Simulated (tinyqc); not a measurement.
Level against strength of the defect: Koster-Slater impurity in an sp3s* host.

sp3s* tight binding, nearest neighbours only: anion (a) at 0, cation (c) at a/4 (1,1,1), orbitals s, px, py, pz, s* on each; k in units of 2 pi/a. With phases e_j = exp(i (pi/2) k.n_j) for n = (1,1,1), (1,-1,-1), (-1,1,-1), (-1,-1,1): g0 = (e1+e2+e3+e4)/4, g1 = (e1+e2-e3-e4)/4, g2 = (e1-e2+e3-e4)/4, g3 = (e1-e2-e3+e4)/4. The diagonal holds the levels Esa, Epa, Exa (s*) and Esc, Epc, Exc. Anion-cation block: <sa|sc> = Vss g0; <sa|xc> = Vsapc g1; <xa|sc> = -Vscpa g1; <xa|xc> = Vxx g0; <xa|yc> = <ya|xc> = Vxy g3, <xa|zc> = <za|xc> = Vxy g2, <ya|zc> = <za|yc> = Vxy g1; <s*a|xc> = Vxapc g1; <xa|s*c> = -Vpaxc g1; y and z take g2 and g3 in place of g1; s-s* and s*-s* vanish.

A defect on an anion site (a) shifts the s level there by Vs or the three p levels by Vp and leaves the rest. A level in the gap solves 1/Vs = G_s(E) (symmetry A1) or 1/Vp = G_p(E) (T2, threefold), with G(E) = (1/N^3) sum over k and bands of w/(E - e), where w is the weight of the state on the s orbital of that site, or the mean weight on its px, py, pz. Mesh: k = f1 (-1,1,1) + f2 (1,-1,1) + f3 (1,1,-1), f = (j + 1/2)/N, j = 0 to N - 1. Energies from the top of the valence band at Gamma; the s* orbital of the site is left as it is. An infinite shift removes the s or p orbitals, the model of the ideal vacancy: G(E) = 0.

Inputs chosen for the exercise (out of a larger set: near a published set for GaAs; not measured data): p = (-8.394, 1.04, -2.63, 3.711, 8.674, 6.679, -6.441, 1.968, 5.121, 4.525, 5.793, 4.854, 4.827) eV (order Esa, Epa, Esc, Epc, Exa, Exc, Vss, Vxx, Vxy, Vsapc, Vscpa, Vxapc, Vpaxc); N = 4 (mesh).

Eg (smallest gap of the host) = 1.54723 eV

A dash: no level in the gap from 0 to Eg. The last row is the ideal vacancy.

Levels (eV above the valence band):
```
shift (eV)     A1     T2
-40         0.966      -
-20         1.185      -
-12         1.377      -
-8          1.527      -
-5              -      -
-3              -      -
+3              -      -
+5              -  0.097
+8              -  0.492
+12             -  0.817
+20             -  1.100
+40         0.132  1.298
vacancy     0.636  1.465
```

A1: a level lies in the gap for the attractive shifts -8, -12, -20 and -40 eV and for the repulsive +40 eV; both branches tend to the vacancy level, 0.636 eV, which pins them. T2: no attractive shift listed puts a level in the gap, but a level lies there for the repulsive +5, +8, +12, +20 and +40 eV; the vacancy level lies at 1.465 eV. A level passes the edges where the shift equals 1/G, a value that is sensitive to the mesh there: on this one 1/G(0) = 33.1 and 1/G(Eg) = -7.5 eV for s, 4.3 and -66.3 eV for p.

tinyqc: `OMP_NUM_THREADS=1 python tinyqc.py 1482115 1482116 out.jsonl`; about 0.01 s, one thread, shared Intel(R) Xeon(R) Processor @ 2.30GHz.
